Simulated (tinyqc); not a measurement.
Gas flow in a process chamber: flow regimes, conductance, effective pumping speed, pump-down, outgassing and purge. Changing the pipe length l. Computed by tinyqc, a small Python program. Command: `OMP_NUM_THREADS=1 python tinyqc.py 3120504 3120505 out.jsonl pump sweep`. One thread of a shared host (Intel(R) Xeon(R) Processor @ 2.30GHz), about 0.01 s of CPU time with the checks.

Ideal gas, isothermal flow, a pump of constant speed at the end of a round pipe; process gas, volume gas and outgassing are given the same properties. 1 sccm = 101325 Pa x 1e-6 m^3/60 s x T/273.15 K.

Inputs (values chosen for the exercise, modelled on nitrogen near room temperature):
```
quantity            value           unit
molar mass M        28.01          g/mol
molecular diameter   0.37             nm
viscosity eta        17.8  micropascal s
temperature T         300              K
chamber volume V      8.9              L
pipe diameter d         4             cm
pump speed S           21            L/s
process gas flow      830           sccm
```

Constants: k_B = 1.380649e-23 J/K; u = 1.6605390666e-27 kg.

Method:
- Mean speed c = sqrt(8 k_B T/(pi m)); aperture conductance C_a = c pi d^2/16; molecular pipe C_m = C_a/(1 + 3 l/(4 d)) (Dushman form); viscous pipe C_v = pi d^4 p_mean/(128 eta l); Knudsen interpolation C = C_v + C_m (1 + x)/(1 + 1.24 x), x = d p_mean sqrt(m/(k_B T))/eta.
- Effective speed 1/S_eff = 1/S + 1/C_m; time constant V/S_eff; pressure at which the free path k_B T/(sqrt2 pi d_m^2 p) equals d.
- Steady flow: the pump inlet is at p_2 = Q/S, and the chamber pressure p_1 solves Q = C((p_1 + p_2)/2) (p_1 - p_2). Residence time = p_1 V/Q.
- Knudsen number = free path at the mean pressure over d.

One run for each value:
```
pipe length l (cm)  C_m (L/s)  S_eff in molecular flow (L/s)  chamber pressure p_1 (Pa)
2                      108.80                         17.603                      73.42
4.3                     82.83                         16.752                      73.56
9.5                     53.79                         15.103                      73.86
21                      30.30                         12.403                      74.52
45                      15.85                          9.033                      75.88
97                       7.80                          5.686                      78.75
210                      3.71                          3.150                      84.65
460                      1.71                          1.585                      96.45
1000                     0.79                          0.765                     118.04
```

Over the rows, C_m (L/s) falls from 109 to 0.794 (exponent d ln y / d ln x -0.36 between the first rows and -0.99 between the last); S_eff in molecular flow (L/s) falls from 17.6 to 0.765 (exponent d ln y / d ln x -0.065 between the first rows and -0.94 between the last); chamber pressure p_1 (Pa) rises from 73.4 to 118 (exponent d ln y / d ln x 0.0024 between the first rows and 0.26 between the last).
